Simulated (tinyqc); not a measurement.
# Ferroelectric switching by domains, Kolmogorov-Avrami-Ishibashi kinetics with Merz's law: effect of the film thickness

A film poled to -Ps gets a pulse V of length t. Field E = V/d, characteristic time tau = t0 exp(Ea/E). The switched share is f = 1 - exp(-(t/tau)^m). P = Ps (2 f - 1).

t10, t50 and t90 are the pulse lengths for f = 0.1, 0.5 and 0.9; f is taken at tp.

Values chosen for this exercise: time prefactor t0 = 1.1 ns; activation field Ea = 4300 kV/cm; Avrami exponent m = 3; pulse voltage V = 0.64 V; pulse length tp = 300 ns.

Results:

| d (nm) | tau (ns) | t10 (ns) | t50 (ns) | t90 (ns) | f at tp |
|---|---|---|---|---|---|
| 4 | 16.164 | 7.6346 | 14.305 | 21.345 | 1.0000 |
| 5 | 31.648 | 14.948 | 28.009 | 41.792 | 1.0000 |
| 8 | 237.53 | 112.19 | 210.22 | 313.66 | 0.86663 |
| 10 | 910.56 | 430.07 | 805.84 | 1202.4 | 0.035131 |
| 13 | 6834.1 | 3227.8 | 6048.2 | 9024.5 | 8.4585e-5 |
| 16 | 51293 | 24226 | 45394 | 67732 | 2.0007e-7 |

Estimate the missing row, d = 6.3 nm.

Computed row:

| d (nm) | tau (ns) | t10 (ns) | t50 (ns) | t90 (ns) | f at tp |
|---|---|---|---|---|---|
| 6.3 | 75.802 | 35.802 | 67.084 | 100.10 | 1.0000 |

With this row back in the table: As d goes from 4 to 16 nm, t50 rises from 14.3 to 45400 ns and f at tp falls from 1.00 to 2.00e-7; t90/t10 stays at 2.80, since only tau changes.

tinyqc, about 0.01 s, one thread, Intel Xeon 2.30GHz (shared host): `OMP_NUM_THREADS=1 python tinyqc.py 2860003 2860004 out.jsonl`
